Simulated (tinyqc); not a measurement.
## Reverse leakage of an n+-p junction: diffusion, generation, trap-assisted and band-to-band tunnelling: leakage components against the temperature

One-sided abrupt junction in the depletion approximation, x from the junction (0) to W on the p side, field F = F0 (1 - x/W). Flat quasi-Fermi levels, long p side. Traps generate through SRH with both lifetimes shortened by 1 + Gamma (Hurkx enhancement, form for moderate fields); band-to-band generation is local and needs a total bending above Eg.

Nc and Nv are given at 300 K and scale as (T/300 K)^1.5; all else is held fixed. ni = sqrt(Nc Nv) exp(-Eg/(2 Vt)), Eg in volts; Vbi = Vt ln(Na Nd/ni^2); W = sqrt(2 eps0 eps_r (Vbi + VR)/(q Na)); F0 = 2 (Vbi + VR)/W; FG = sqrt(24 mt m0 (kB T)^3)/(q hbar); J_diff = q ni^2 sqrt(Dn/tau)(1 - exp(-VR/Vt))/Na. u = (Vbi + VR)(1 - x/W)^2, p = Na exp(-u/Vt), n = Nd exp((u - Vbi - VR)/Vt); G0 = ni^2 (1 - exp(-VR/Vt))/(tau (n + p + 2 ni cosh(Et/Vt))); Gamma = 2 sqrt(3 pi)(F/FG) exp((F/FG)^2); trap-assisted part G0 Gamma; G_bb = Ab F^2.5 exp(-Bb/F) with F in V/cm, zero unless Vbi + VR > Eg, and counted as zero under 1 cm^-3 s^-1. Currents are q times the integrals over 0 to W; J_bb under 1e-8 of J is printed as 0; rows with F0/FG above 2.2, beyond the range of this Gamma, are left out.

Inputs (values chosen for the exercise); band and dielectric values close to those of silicon: band gap Eg = 1.1 eV; relative permittivity eps_r = 11.5; conduction-band density of states at the reference temperature Nc = 2.79e19 cm^-3; valence-band density of states at the reference temperature Nv = 2.6e19 cm^-3; acceptor density of the lighter side Na = 3.8e17 cm^-3; donor density of the heavier side Nd = 1e19 cm^-3; SRH lifetime of both carriers at zero field tau = 1e-6 s; trap level above the intrinsic level Et = 0 eV; tunnelling mass mt = 0.25 m0; electron diffusion coefficient on the lighter side Dn = 8.2 cm^2/s; band-to-band prefactor Ab = 2.1e14 cm^-0.5 V^-2.5 s^-1; band-to-band field constant Bb = 1.85e7 V/cm; reverse bias VR = 1.8 V.

Constants: q = 1.602176634e-19 C, kB = 1.380649e-23 J/K, hbar = 1.054571817e-34 J s, m0 = 9.1093837015e-31 kg, Vt = kB T/q, eps0 = 8.8541878128e-14 F/cm where lengths are in cm. Results are converted to the units shown.

Results:

| T (K) | F0 (kV/cm) | F0/FG | J_diff (A/cm^2) | J_SRH (A/cm^2) | J_TAT (A/cm^2) | J_bb (A/cm^2) | J (A/cm^2) | largest part |
|---|---|---|---|---|---|---|---|---|
| 250 | 579 | 2.06 | 3.39e-17 | 6.52e-11 | 5.79e-9 | 2.95e-11 | 5.88e-9 | trap-assisted tunnelling |
| 280 | 576 | 1.73 | 1.13e-14 | 1.20e-9 | 4.19e-8 | 2.58e-11 | 4.31e-8 | trap-assisted tunnelling |
| 310 | 574 | 1.48 | 1.26e-12 | 1.29e-8 | 2.39e-7 | 2.24e-11 | 2.52e-7 | trap-assisted tunnelling |
| 340 | 572 | 1.29 | 6.31e-11 | 9.18e-8 | 1.09e-6 | 1.94e-11 | 1.18e-6 | trap-assisted tunnelling |
| 400 | 567 | 0.999 | 2.87e-8 | 2.00e-6 | 1.28e-5 | 1.42e-11 | 1.49e-5 | trap-assisted tunnelling |
| 430 | 565 | 0.892 | 3.30e-7 | 6.87e-6 | 3.52e-5 | 1.20e-11 | 4.24e-5 | trap-assisted tunnelling |

Estimate the missing row, T = 370 K.

Computed row:

| T (K) | F0 (kV/cm) | F0/FG | J_diff (A/cm^2) | J_SRH (A/cm^2) | J_TAT (A/cm^2) | J_bb (A/cm^2) | J (A/cm^2) | largest part |
|---|---|---|---|---|---|---|---|---|
| 370 | 570 | 1.13 | 1.71e-9 | 4.83e-7 | 4.06e-6 | 1.66e-11 | 4.54e-6 | trap-assisted tunnelling |

With this row back in the table: J rises from 5.88e-9 to 4.24e-5 A/cm^2. Trap-assisted tunnelling leads at T = 250 and in all other rows. Activation energies over the table: 1.18 eV for diffusion (Eg = 1.1 eV, raised by the T^3 of ni^2), 0.595 eV for SRH generation (Eg/2 + |Et| = 0.550 eV), 0.448 eV for the trap-assisted part, lower since Gamma grows on cooling; the total shows 0.401 eV at the cold end and 0.518 eV at the hot end.

Range of the model: The n+ side is degenerate, so Vbi from Boltzmann statistics is only a guide.

tinyqc, about 0.01 s, one thread, Intel Xeon 2.30GHz (shared host): `OMP_NUM_THREADS=1 python tinyqc.py 2290148 2290149 out.jsonl`
